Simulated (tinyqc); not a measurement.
Strain dependence: valley-orbit splitting of a donor ground state, with strain. Computed by tinyqc, a small Python program. Command: `OMP_NUM_THREADS=1 python tinyqc.py 3007222 3007223 out.jsonl valleyorbit walk`. One thread of a shared host (Intel(R) Xeon(R) Processor @ 2.30GHz), about 0.01 s of CPU time with the checks.

The basis is the 1s envelope in each valley; energies are counted from the unstrained conduction-band edge. The strain is e_s (a a^T - 1/3) for the unit stress axis a, so valley j along n_j moves by Xi_u e_s w_j with w_j = (n_j.a)^2 - 1/3: +1/3 for [111] and [-1-11], -1/3 for the others.

Inputs (values chosen for the exercise, modelled on donors in germanium):
```
quantity                             value  unit
single-valley binding energy E_0      9.51   meV
central-cell shift Lambda              0.8   meV
coupling Delta_1                         1   meV
shear deformation potential Xi_u      16.1    eV
shear strain e_s                  -5.2e-05     -
```

Valleys: four along <111>. Stress axis: [110].

Method:
- By symmetry: E(A1) = E_0 + Lambda + 3 Delta_1 (one state), E(T2) = E_0 + Lambda - Delta_1 (three), as binding energies.
- H_jj = -(E_0 + Lambda) + Xi_u e_s w_j; H_jk = -Delta_1 between any two valleys.
- The contact hyperfine ratio is A/A_0 = (sum_j c_j)^2/(number of valleys), c_j the valley amplitudes of the ground state; binding from the lowest valley edge.

E(A1) = 13.31 meV

Against strain:
```
e_s        Xi_u e_s (w_max - w_min) (meV)  binding (meV)  gap to next level (meV)    A/A_0
-4.20e-04                         -4.5080         12.069                   2.7594  0.83185
-1.60e-04                         -1.7173         12.628                   3.3179  0.95945
-5.20e-05                         -0.5581         13.050                   3.7403  0.99520
-1.60e-05                         -0.1717         13.226                   3.9160  0.99954
1.60e-05                           0.1717         13.226                   3.9160  0.99954
5.20e-05                           0.5581         13.050                   3.7403  0.99520
1.60e-04                           1.7173         12.628                   3.3179  0.95945
4.20e-04                           4.5080         12.069                   2.7594  0.83185
```

What follows from these numbers?

A/A_0 falls for either sign of strain, to 0.832 and 0.832 at the ends; its limits are the shares of the valleys that end up lowest, 2/4 under compression and 2/4 under tension. Near zero strain A/A_0 changes in second order, the binding in first. The binding energy drops from 13.31 meV to 12.07 and 12.07 meV, since fewer valleys share the valley-orbit gain.

Extremes, crossings and ranges named in words are read from the listed rows.
